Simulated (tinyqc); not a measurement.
Wafer bonding and layer transfer: bond energy, gap closing, particles, bonding of dissimilar wafers and hydrogen blisters: one step, computed by the program tinyqc.

gamma is the energy per area of each of the two surfaces; plates are isotropic, and both wafers have E1 and t1.

Task: Blistering after hydrogen implantation. A flat crack of radius r under a layer of thickness d, as a clamped plate: centre height w = 3 p r^4/(16 E' d^3), volume pi r^2 w/3, energy release G = 3 p^2 r^4/(32 E' d^3), E' = E1/(1 - nu^2). It grows when G = 2 gamma_s. The gas comes from the area pi r^2: p V = (dose x share/2) pi r^2 k_B T, and G = p w/2 = (3/2) N k_B T with N the H2 molecules per area. Share needed: G = 2 gamma_s. The pressure and height at growth are given for r = 10 d.

Inputs (values chosen for the exercise, with wafer 1 close to silicon):
```
quantity                                      value        unit
Young's modulus E1                              155         GPa
Poisson ratio nu                               0.21           -
implant depth d                                0.31  micrometre
hydrogen dose                                   5.6   1e16/cm^2
share of the dose released as H2                0.2           -
surface energy of the weakened plane gamma_s   0.55       J/m^2
anneal temperature T                            850           K
```

Constants: k_B = 1.380649e-23 J/K.

Give: energy release G; share of the dose needed; pressure at growth; height at growth.

Result:

energy release G = 0.98578 J/m^2

share of the dose needed = 0.22317

pressure at growth = 24.774 MPa

height at growth = 88.804 nm

The released gas does not suffice by this estimate. In this plate limit G depends on neither r nor d.
